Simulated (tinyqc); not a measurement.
Free and nearly free electrons in a metal, step by step. Values are carried at full precision from step to step, so a last printed digit may differ when a step is redone from the rounded ones.

The cubic cell holds 4 atoms: n = 4 z/a^3, kF = (3 pi^2 n)^(1/3), EF = c kF^2/m, vF = 2 c kF/(m hbar), c = hbar^2/2m0; rs = (3/(4 pi n))^(1/3)/a0; D(EF) = 3 n/(2 EF).

Constants: hbar^2/2m0 = 3.80998211 eV angstrom^2; hbar = 6.58211957e-16 eV s; a0 (Bohr radius) = 0.5291772105 angstrom; kB = 8.617333262e-05 eV/K.

Inputs chosen for the exercise (near those of Ag, whose d bands this model ignores; shifted at random, so the results belong to these values and not to a real crystal): a = 4.119 angstrom (fcc lattice constant); z = 1 (free electrons an atom); m = 1 m0 (mass); rho = 1.71 micro-ohm cm (bulk resistivity); T = 320 K; V = 0.3 eV (|V_G| for G = (111)); x = 0.73 (k along G as a share of |G|/2).

## The Fermi sphere

Evaluate the free-electron quantities.

n = 0.05724 1/angstrom^3
kF = 1.1923 1/angstrom
EF = 5.416 eV
vF = 1.380e+06 m/s
rs = 3.042
D(EF) per atom = 0.2770 1/eV

## Relaxation time and mean free path

Drude: 1/rho = n e^2 tau/(m m0) with e = 1.602176634e-19 C and m0 = 9.1093837e-31 kg; mean free path l = vF tau; rho l = hbar kF/(n e^2) = 12 pi^3 hbar/(e^2 S) with S = 4 pi kF^2 does not depend on tau or m.

Use SI units: n in 1/m^3 (1e30 per 1/angstrom^3), rho in ohm m (1e-8 per micro-ohm cm).

tau = 36.26 fs
l = 50.04 nm
rho l = 8.557 1e-16 ohm m^2

Wires lose conductivity to surfaces and grain boundaries, with an excess that scales as rho l over the width and is of the order of rho itself at a width of l = 50 nm.

## Thermal quantities

gamma = (pi^2/3) kB^2 D(EF) per atom, times 96485.33 x 1e3 for mJ/(mol K^2); mu(T) = EF (1 - (pi kB T/EF)^2/12); Wiedemann-Franz kappa = L0 T/rho with L0 = (pi^2/3) (kB/e)^2, kB/e in V/K.

gamma = 0.653 mJ/(mol K^2)
mu - EF = -0.1155 meV
kappa = 457 W/(m K)

## The sphere against the zone faces

Take G = (hkl) 2 pi/a for (111), (200) and (220), with the number of equivalent faces. The Bragg plane of G lies at |G|/2 with |G| = (2 pi/a) sqrt(h^2 + k^2 + l^2). Where kF exceeds it, the sphere cuts the plane in a circle of radius sqrt(kF^2 - G^2/4).

Distance and circle for each G:
```
G,faces,|G|/2 (1/angstrom),kF/(|G|/2),circle radius
(111),8,1.3210,0.9025,-
(200),6,1.5254,0.7816,-
(220),12,2.1573,0.5527,-
```

The sphere stays inside the first zone; it reaches 0.903 of the way to the nearest faces.

## Two plane waves near the face

Two plane waves k and k - G, G = (111) (2 pi/a): H = [[c k^2/m, V], [V, c (k - G)^2/m]] with c = hbar^2/2m0.

Build H for k along G, diagonalise, and give the weight of the first wave in the lower state and its velocity along G relative to a free electron, (w k + (1 - w)(k - G))/k.

H (eV):
```
,1,2
1,3.5433,0.3000
2,0.3000,10.7243
```

levels (eV): 3.5308  10.7368

w = 0.9983
v/v_free = 0.9952

The splitting is 7.206 eV here and 2V = 0.6 eV on the face, where the normal velocity vanishes. There the lower band lies at 6.349 eV, above the free EF of 5.416 eV, so the Fermi surface does not reach the face. The real noble metals have necks on these faces, through a gap of 4 to 5 eV at L and their d bands.

## Checks

- Lower level against the closed form of the 2 x 2 problem (eV): both 3.5308.
- The product rho l against hbar kF/(n e^2) (1e-16 ohm m^2): both 8.557.

(tinyqc, `OMP_NUM_THREADS=1 python tinyqc.py 1651543 1651544 out.jsonl`, Intel(R) Xeon(R) Processor @ 2.30GHz, 1 thread, shared host, about 0.01 s.)
